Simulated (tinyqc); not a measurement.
Regular and subregular solution with a miscibility gap: one step, computed by the program tinyqc. Command: `OMP_NUM_THREADS=1 python tinyqc.py 3030478 3030479 out.jsonl regsol walk`. One thread of a shared host (Intel(R) Xeon(R) Processor @ 2.30GHz), about 0.02 s of CPU time with the checks.

Per mole of mixing sites: G(x) = x (1 - x) [L0 + L1 (1 - 2x)] + R T [x ln x + (1 - x) ln(1 - x)], x the fraction of B.

Question. G, chemical potentials and activities. G' = L0 (1 - 2x) + L1 (1 - 6x + 6x^2) + R T ln[x/(1 - x)]; G'' = -2 L0 - 6 L1 (1 - 2x) + R T/[x (1 - x)]. mu_A = G - x G', mu_B = G + (1 - x) G', activity = exp(mu/(R T)).

Inputs (values chosen for the exercise, for a model alloy): asymmetry L1 = 0 kJ/mol; temperature T = 254 K.

L0 = 6.59 kJ/mol

Constants: R = 8.314462618 J/(mol K).

Give: G, G'' and activities at x = 0.02, 0.1, 0.2, 0.35, 0.5, 0.65, 0.8, 0.9, 0.98.

Answer.

G, G'' and activities at x = 0.02, 0.1, 0.2, 0.35, 0.5, 0.65, 0.8, 0.9, 0.98:
```
x     G (kJ/mol)  G'' (kJ/mol)  activity of A  activity of B
0.02     -0.0779         94.57          0.981          0.400
0.10     -0.0934         10.29          0.929          1.252
0.20     -0.0024          0.02          0.906          1.474
0.35      0.1319         -3.90          0.953          1.308
0.50      0.1837         -4.73          1.091          1.091
0.65      0.1319         -3.90          1.308          0.953
0.80     -0.0024          0.02          1.474          0.906
0.90     -0.0934         10.29          1.252          0.929
0.98     -0.0779         94.57          0.400          0.981
```

G'' is negative at 3 of the nine compositions (0.35, 0.5, 0.65), where the solution is unstable.
